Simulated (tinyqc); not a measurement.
Quantum-well laser, gain and threshold: course of the iteration: threshold density by Newton steps.

One electron and one heavy-hole subband per well, parabolic, with equal sheet densities n of electrons and holes; k-conserving transitions, TE polarisation, no line broadening, so the gain starts as a step at E0 and peaks there. All wells are pumped alike.

fe = 1 - exp(-n/Nc) and fh = 1 - exp(-n/Nv) are the fillings of the two band edges; f = g0 (fe + fh - 1) - gth; f' = g0 [(1 - fe)/Nc + (1 - fh)/Nv]; n(new) = n - f/f'.

Stop when n changes by less than 1000 cm^-2, or after 30 iterations. n must stay positive.

n at the start = 6.2e12 cm^-2
Nc = 2.09890e12 cm^-2
Nv = 1.09691e13 cm^-2
g0(E0) = 24056.7 1/cm
gth = 328.435 1/cm

Course of the iteration:
```
iteration,n (cm^-2),|change| (cm^-2)
1,1.42480e12,4.78e12
2,2.66519e12,1.24e12
3,3.04912e12,3.84e11
4,3.07627e12,2.71e10
5,3.07640e12,1.22e8
6,3.07640e12,2440
7,3.07640e12,0
```

Did this iteration meet its convergence test, and what does its course show?

Yes. Converged in 7 iterations. At the end the number of correct digits about doubles with each step.

Range of the model: Polarisation fields, which separate electrons and holes in nitride wells and lower the gain, are left out.

Program tinyqc, `OMP_NUM_THREADS=1 python tinyqc.py 2840047 2840048 out.jsonl`; Intel Xeon 2.30GHz, shared host, one thread, about 0.01 s.
